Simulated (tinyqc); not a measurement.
Comparisons within one model: four-band model of biased bilayer graphene near K. A value that a table varies takes the place of the one given here.

Basis A1, B1, A2, B2, with B1 below A2; p = kx + i ky, v_j = (sqrt3/2) a g_j. Diagonal -U/2, -U/2, U/2, U/2; <A1|B1> = <A2|B2> = v0 p*, <B1|A2> = g1, <A1|B2> = v3 p, <A1|A2> = <B1|B2> = -v4 p*.

Parameters, chosen for this exercise (near those used for Bernal bilayer graphene; the results hold for these values, not for the real material):
- a = 2.46 angstrom (lattice constant)
- g0 = 3.03 eV (hopping in a layer)
- g1 = 0.317 eV (hopping of the dimer sites)
- g3 = 0.36 eV (skew hopping A1-B2)
- g4 = 0.13 eV (skew hopping A1-A2)
- U = 0.43 eV (potential difference of the layers)
- k = (0.005, 0.049) 1/angstrom (wave vector from K)

## Gap against bias

Closed form for g3 = g4 = 0: gap U g1/sqrt(U^2 + g1^2), ring radius as (U/2 v0) sqrt((2 g1^2 + U^2)/(g1^2 + U^2)). Last column: lowest band 3 less highest band 2 of the full matrix on a polar grid, |k| = 0 to 0.08 in steps of 0.001 1/angstrom, angles 0, 15, 30, 45, 60 degrees.

Gap:
```
U (eV)  gap (eV)  kg (1/angstrom)  gap/U  gap on the grid (eV)
0.02      0.0200           0.0022  0.998                0.0190
0.05      0.0494           0.0054  0.988                0.0469
0.10      0.0954           0.0107  0.954                0.0890
0.15      0.1356           0.0157  0.904                0.1245
0.20      0.1691           0.0203  0.846                0.1532
0.30      0.2179           0.0287  0.726                0.1934
0.40      0.2484           0.0365  0.621                0.2169
0.60      0.2803           0.0513  0.467                0.2369
```

What can be read from the table?

The gap follows U while U << g1 (ratio 0.988 at 0.05 eV) and bends towards g1 = 0.317 eV, reaching 0.280 eV at 0.6. The skew hoppings change it by -6.4 meV at U = 0.1 and -31.5 meV at 0.4 eV. U is the screened difference, smaller than the applied field times the layer distance.

## From parabola to cone

U = 0, along kx. Parabola: v0^2 k^2/g1. Hyperbola: sqrt(g1^2/4 + v0^2 k^2) - g1/2. Then bands 3 and 2 of the full matrix for +kx and band 3 for -kx.

Energies (eV):
```
k (1/angstrom)  parabola  hyperbola  band 3, +kx  band 2, +kx  band 3, -kx
0.002             0.0005     0.0005       0.0011      -0.0010       0.0021
0.005             0.0033     0.0033       0.0008      -0.0003       0.0073
0.010             0.0131     0.0126       0.0063      -0.0042       0.0211
0.020             0.0526     0.0459       0.0360      -0.0288       0.0630
0.030             0.1183     0.0917       0.0798      -0.0666       0.1170
0.050             0.3286     0.2011       0.1866      -0.1612       0.2413
0.080             0.8413     0.3817       0.3644      -0.3213       0.4430
0.120             1.8929     0.6322       0.6111      -0.5454       0.7209
```

How do the results move?

The parabola is 4 % above the hyperbola at 0.01 and a factor 2.99 at 0.12 1/angstrom, where the slope nears v0. g3 makes +kx and -kx differ, by 37.2 meV at 0.03, and g4 makes electrons and holes differ, |band 3| - |band 2| = +13.2 meV there. Without bias the bands touch in four small cones, one at K and three at k = g1 v3/v0^2 = 0.0058 1/angstrom from it; their pockets join near g1 (g3/g0)^2/4 = 1.1 meV.

## What each parameter does

The four levels at k. Each row changes one parameter from the base and keeps the others.

Results:
```
case            band 1 (eV)  band 2 (eV)  band 3 (eV)  band 4 (eV)
base                -0.6190      -0.1441       0.1592       0.6038
g0 = 3.181 eV       -0.6338      -0.1513       0.1665       0.6187
g1 = 0.3487 eV      -0.6351      -0.1489       0.1648       0.6192
g3 = 0.46 eV        -0.6189      -0.1471       0.1621       0.6039
g4 = 0.18 eV        -0.6221      -0.1412       0.1621       0.6011
U = 0.48 eV         -0.6378      -0.1403       0.1544       0.6237
```

What does this show?

The largest shifts from the base row, up to three for each result and ties (the steps differ in size, so this ranks the rows, not the parameters). band 1 (eV): U -0.0188, g1 -0.0161, g0 -0.0149. band 2 (eV): g0 -0.0073, g1 -0.0048, U +0.0038. band 3 (eV): g0 +0.0073, g1 +0.0056, U -0.0048. band 4 (eV): U +0.0199, g1 +0.0153, g0 +0.0148. Only g4 breaks the mirror symmetry between the upper and lower bands.

Program tinyqc; command `OMP_NUM_THREADS=1 python tinyqc.py 1451701 1451702 out.jsonl`; about 0.1 s on one thread of a shared Intel(R) Xeon(R) Processor @ 2.30GHz.
